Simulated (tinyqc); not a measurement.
# Read current of a NAND string, cells in series solved by shooting: read current against the number of cells

Cells in series, numbered from 0 at the source line (0 V) to the bit line, each followed by a gap resistance Rg. A cell with gate Vg, threshold VT, source Vs and drain Vd passes I = 2 nf K Vt^2 [F(Vs) - F(Vd)]/(1 + th max(Vg - VT, 0)), F(V) = ln^2(1 + exp((Vg - VT - nf V)/(2 nf Vt))). The selected cell has Vg = Vr, the others Vg = Vp.

For a trial current I start at 0 V and, cell by cell, solve for the drain: sqrt(F(Vd)) = sqrt(F(Vs) - I/k), k = 2 nf K Vt^2/(1 + th max(Vg - VT, 0)), Vd = [Vg - VT - 2 nf Vt ln(exp(sqrt F) - 1)]/nf, then add I Rg. The string current is the I for which the last node reaches Vbl. The apparent threshold is the Vr at which I = Is. Background: all other cells erased (VT = Ve) or all in the highest state (VT = Vh); ratio and shift are high over erased and high minus erased. The selected cell is in the middle, cell n/2.

Parameters, values chosen for the exercise; values of the order met in vertical NAND strings:
```
symbol,value,unit,meaning
T,358,K,temperature
K,21,uA/V^2,gain factor of a cell
nf,1.2,,slope factor
th,0.09,1/V,mobility reduction factor
Rg,1.6,kohm,resistance of the gap between cells
Vbl,0.3,V,bit-line voltage
Vp,7.3,V,pass voltage
Ve,-1.7,V,threshold of an erased cell
Vh,4.3,V,threshold of the highest state
Vx,2.8,V,threshold of the selected cell
Is,50,nA,sensing current
Vr,4.16,V,read voltage on the selected word line
```

Constants: q = 1.602176634e-19 C, kB = 1.380649e-23 J/K, Vt = kB T/q. Results are converted to the units shown.

Results:
columns A: n; B: I, others erased (uA); C: I, others high (uA); D: ratio; E: apparent VT, erased (V); F: apparent VT, high (V); G: background shift (mV)
```
A         B        C       D      E      F      G
8     2.364    1.439  0.6088  2.845  2.848  2.559
32   0.7509   0.3941  0.5248  2.854  2.864  10.29
64   0.3930   0.2002  0.5093  2.864  2.885  20.75
96   0.2661   0.1342  0.5041  2.875  2.907  31.50
128  0.2012   0.1009  0.5014  2.886  2.929  42.88
192  0.1352  0.06743  0.4988  2.908  2.982  73.97
```

Estimate the missing row, n = 16.

Computed row:
columns A: n; B: I, others erased (uA); C: I, others high (uA); D: ratio; E: apparent VT, erased (V); F: apparent VT, high (V); G: background shift (mV)
```
A       B       C       D      E      F      G
16  1.378  0.7641  0.5544  2.848  2.853  5.126
```

With this row back in the table: With erased neighbours the current falls from 2.36 to 0.135 uA, as n^(-0.78) between the first two rows and n^(-0.98) between the last two (-1 once the series resistance rules). The ratio falls from 0.609 to 0.499 and the background shift rises from 2.56 to 74.0 mV.

tinyqc, about 0.4 s, one thread, Intel Xeon 2.30GHz (shared host): `OMP_NUM_THREADS=1 python tinyqc.py 2142208 2142209 out.jsonl`
